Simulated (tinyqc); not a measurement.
# Changing the back recombination velocity S_b

Model: surface photovoltage measurement of the minority-carrier diffusion length in a wafer. Computed by tinyqc, a small Python program. Command: `OMP_NUM_THREADS=1 python tinyqc.py 3130156 3130157 out.jsonl spv sweep`. One thread of a shared host (Intel(R) Xeon(R) Processor @ 2.30GHz), about 0.02 s of CPU time with the checks.

Low injection, steady light, a depletion layer much thinner than 1/alpha and L. The excess density dn is taken at the front edge of the neutral region; light that reaches the back is lost.

Inputs (values chosen for the exercise, modelled on p-type silicon at room temperature):

| quantity | value | unit |
|---|---|---|
| diffusion length L | 21 | micrometre |
| wafer thickness W | 775 | micrometre |
| diffusivity D | 31.1 | cm^2/s |
| front recombination velocity S_f | 5200 | cm/s |
| photon flux entering | 6.5e+11 | 1/(cm^2 s) |
| minority density at the surface barrier scale n_0 | 3.5e+09 | 1/cm^3 |
| temperature T | 298 | K |
| wavelength | 991 | nm |
| relative noise of each reading | 0 | % |
| diffusion length after pair splitting over L | 0.77 | - |
| iron factor C | 1.09e+16 | micrometre^2/cm^3 |

normal deviates g for the noise: -0.16  0.35  1.46  -0.42  0.98  1.73  0.54

Constants: k_B = 8.617333262e-05 eV/K.

Method:
- alpha = (84.732/lambda - 76.417)^2 per cm with lambda in micrometre (an empirical fit for silicon between 0.7 and 1.05 micrometre).
- Thick wafer: dn = Phi L/((S_f + D/L)(L + 1/alpha)). Finite wafer, with s = S_b L/D, w = W/L, a = alpha L: dn = [Phi a/(a^2 - 1)] [a - B - exp(-alpha W)(a - s)/(cosh w + s sinh w)]/(S_f + B D/L), B = (sinh w + s cosh w)/(cosh w + s sinh w).
- Photovoltage V = (k_B T/e) ln(1 + dn/n_0). Lifetime = L^2/D.
- Readings y = (Phi/dn) (1 + noise x g) at 780, 830, 880, 920, 950, 975 and 995 nm; a least-squares line y = c (1/alpha + L_app) gives L_app = intercept/slope.
- Splitting iron-boron pairs in boron-doped silicon shortens L; with nothing else changing, [Fe] = C (1/L_after^2 - 1/L^2). It is evaluated with the true lengths and with the apparent ones (without noise), which differ when the wafer is not thick against L.

One run for each value:

| back recombination velocity S_b (cm/s) | apparent length L_app (micrometre) | B | dn, finite wafer (1/cm^3) | bias, apparent over true less 1 (rounded to 0.001) (%) |
|---|---|---|---|---|
| 1.00e+00 | 21 | 1 | 4.7983e+06 | 0 |
| 1.00e+01 | 21 | 1 | 4.7983e+06 | 0 |
| 1.00e+02 | 21 | 1 | 4.7983e+06 | 0 |
| 1.00e+03 | 21 | 1 | 4.7983e+06 | 0 |
| 1.00e+04 | 21 | 1 | 4.7983e+06 | 0 |
| 1.00e+05 | 21 | 1 | 4.7983e+06 | 0 |
| 1.00e+06 | 21 | 1 | 4.7983e+06 | 0 |
| 1.00e+07 | 21 | 1 | 4.7983e+06 | 0 |

What does the table show?

Over the rows, apparent length L_app (micrometre) does not change; B does not change; dn, finite wafer (1/cm^3) does not change.

Extremes, crossings and ranges named in words are read from the listed rows.
